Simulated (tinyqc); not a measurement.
A particle near a wafer in liquid: double-layer and van der Waals forces (DLVO), deposition barrier and removal: one step, computed by the program tinyqc. Command: `OMP_NUM_THREADS=1 python tinyqc.py 3111895 3111896 out.jsonl dlvo walk`. One thread of a shared host (Intel(R) Xeon(R) Processor @ 2.30GHz), about 0.01 s of CPU time with the checks.

Sphere and flat wall, Derjaguin approximation, constant potentials in the linear-superposition form, no retardation and no hydration force.

Question. Critical salt concentration. The barrier height is zero when U = 0 and F = 0 together: kappa h = 1 and kappa = 6 Z/(e A), e = 2.718282 here; c follows from kappa^2, with the potentials held fixed.

Inputs (values chosen for the exercise, of the order of those for silica on copper in water): Hamaker constant A = 2.7e-20 J; salt concentration c = 0.00018 mol/L; temperature T = 298 K.

Z = 8.465925 pN

kappa = 0.04414230 1/nm

Give: critical kappa; critical concentration.

Answer.

critical kappa = 0.6921 1/nm

critical concentration = 0.04425 mol/L
